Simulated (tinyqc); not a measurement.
Threshold of a short bulk MOSFET: charge sharing, barrier lowering, narrow width: one step of the calculation.

n-channel device on a p-type body, depletion approximation, full ionisation. Uniform doping N = Na. Vbi from Boltzmann statistics is rough for the degenerate source. Cox = eps0 eox/tox.

Question. Long-channel threshold and scales. ni = sqrt(Nc Nv) exp(-Eg/(2 Vt)), Eg in volts; 2 pB = 2 Vt ln(N/ni); flat band Vfb - Vt ln(N/Na); Wd = sqrt(2 eps0 eps_r (2 pB - Vbs)/(q N)); body term q N Wd/Cox; long-channel VT0 = flat band + 2 pB + body term; Vbi = Vt ln(N Nsd/ni^2); scale length l = sqrt((eps_r/eox) tox Wd).

Inputs (values chosen for the exercise); band and dielectric values close to those of silicon:
```
symbol    value   unit                                                                 meaning
T           300      K                                                             temperature
Eg         1.13     eV                                                                band gap
eps_r      11.6                                                          relative permittivity
Nc      2.79e19  cm^-3                                  conduction-band density of states at T
Nv      2.66e19  cm^-3                                     valence-band density of states at T
eox         3.9         relative permittivity of the gate insulator (close to silicon dioxide)
tox          11     nm                                                     insulator thickness
Na       8.8e16  cm^-3                                                          channel doping
Nsd        1e20  cm^-3                                                 source and drain doping
Vfb       -0.95      V                                     flat-band voltage for the doping Na
Vbs           0      V                                                     body-source voltage
```

Constants: q = 1.602176634e-19 C, kB = 1.380649e-23 J/K, Vt = kB T/q, eps0 = 8.8541878128e-14 F/cm where lengths are in cm. Results are converted to the units shown.

Wanted: N; 2 pB; flat band; Wd; body term; VT0; Vbi; l.

Answer.

N = 8.8000e16 cm^-3
2 pB = 0.83347 V
flat band = -0.95000 V
Wd = 110.20 nm
body term = 0.49492 V
VT0 = 0.37839 V
Vbi = 1.0154 V
l = 60.045 nm

Computed by the program tinyqc: `OMP_NUM_THREADS=1 python tinyqc.py 2002137 2002138 out.jsonl`, one thread of a shared Intel Xeon 2.30GHz, about 0.01 s for the whole run.
